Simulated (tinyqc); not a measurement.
CMOS inverter, nodal equation and switching: two steps of the calculation.

An n-channel pull-down (bn, VTn) and a p-channel pull-up (bp, VTp) share the input Vin and the output node Vout, which carries the load C. Transistor (EKV form, voltages against the body): I = 2 n b Vt^2 [F(vp - Vs) - F(vp - Vd)] from drain to source, F(v) = ln^2(1 + exp(v/(2 Vt))), vp = (Vg - VT + sg |Vd - Vs|)/n. n-channel bodies are at 0; for the p-channel device all voltages are counted down from Vdd. b in uA/V^2 gives I in uA. Static: In = Ip. Transient: C dVout/dt = Ip - In. No velocity saturation, no gate capacitance beyond C.

Parameters, values chosen for the exercise: temperature T = 293 K; supply voltage Vdd = 0.75 V; slope factor n = 1.15; drain-induced barrier lowering sg = 0.061; n-channel threshold VTn = 0.37 V; p-channel threshold (magnitude) VTp = 0.27 V; gain factor of the pull-down transistor bn = 740 uA/V^2; gain factor of the pull-up transistor bp = 370 uA/V^2; load capacitance C = 0.45 fF; input voltage Vin = 0.41 V; time step dt = 0.8 ps.

Constants: q = 1.602176634e-19 C, kB = 1.380649e-23 J/K, Vt = kB T/q. Results are converted to the units shown.

Task 1. Output voltage by Newton steps. f = In - Ip at (Vin, Vout); G = df/dVout by a central difference with +/- 1e-6 V; Vout(new) = Vout - f/G, the step limited to +/- 0.1 V.

Vout after iteration 1 = 0.29465989 V

Wanted: In; Ip; G; Vout after iteration 2.

Result 1.

In = 1.868 uA
Ip = 1.865 uA
G = 3.970 uS
Vout after iteration 2 = 0.2939 V

Task 2. One time step of the falling output. The input steps to Vdd at t = 0; I = In - Ip. Implicit Euler: V(new) = V - (dt/C) I(V(new)), solved for V(new); 1 ps uA/fF = 1 mV.

Vout after step 1 = 0.64927187 V

Wanted: I(V); I(V(new)); Vout after step 2.

Result 2.

I(V) = 56.66 uA
I(V(new)) = 55.06 uA
Vout after step 2 = 0.5514 V

Numbers from tinyqc (`OMP_NUM_THREADS=1 python tinyqc.py 2340094 2340095 out.jsonl`; about 0.03 s on one thread of a shared Intel Xeon 2.30GHz).
